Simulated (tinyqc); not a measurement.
Signal and retention of a DRAM cell: two steps of the calculation.

A stored one starts at Vd and leaks: Cs dV/dt = -I(V), I = a sqrt((V + Vb)/(Vd + Vb)) + b, with a = Ig exp[-(Eg1 q/kB)(1/T - 1/T0)] (generation in a depletion layer) and b = Is exp[-(Es q/kB)(1/T - 1/T0)]. The bit line is precharged to Vd/2, and charge sharing gives the signal (V - Vd/2) Cs/(Cs + Cb).

Parameters, values chosen for the exercise: array voltage Vd = 1.1 V; cell capacitance Cs = 15 fF; bit-line capacitance Cb = 35 fF; smallest signal that the sense amplifier resolves dm = 43 mV; built-in plus back-bias voltage of the storage junction Vb = 1.12 V; junction leakage at V = Vd and T0 Ig = 0.32 fA; voltage-independent leakage at T0 Is = 2.9 fA; activation energy of Is Es = 0.45 eV; reference temperature T0 = 358 K; temperature T = 368 K; activation energy of Ig Eg1 = 0.6 eV.

Constants: q = 1.602176634e-19 C, kB = 1.380649e-23 J/K. Results are converted to the units shown.

Question 1. Signal and margin. The cell fails below Vc = Vd/2 + dm (Cs + Cb)/Cs.

Wanted: transfer ratio; signal of a fresh one; Vc; charge that may be lost; the same in electrons.

Answer 1.

transfer ratio = 0.3000
signal of a fresh one = 165.0 mV
Vc = 0.6933 V
charge that may be lost = 6.100 fC
the same in electrons = 3.807e4

Question 2. Retention time. With s = sqrt((Vc + Vb)/(Vd + Vb)), the time from Vd to Vc is t = [2 Cs (Vd + Vb)/a] [1 - s - (b/a) ln((a + b)/(a s + b))].

Vc = 0.69333333 V

Wanted: a; b; retention time; estimate with the current held at a + b.

Answer 2.

a = 0.5428 fA
b = 4.311 fA
retention time = 1.264 s
estimate with the current held at a + b = 1.257 s

Range of the model: Real arrays also hold a tail of unusually leaky cells and cells whose retention varies in time, which this model lacks.

Numbers from tinyqc (`OMP_NUM_THREADS=1 python tinyqc.py 2130082 2130083 out.jsonl`; about 0.01 s on one thread of a shared Intel Xeon 2.30GHz).
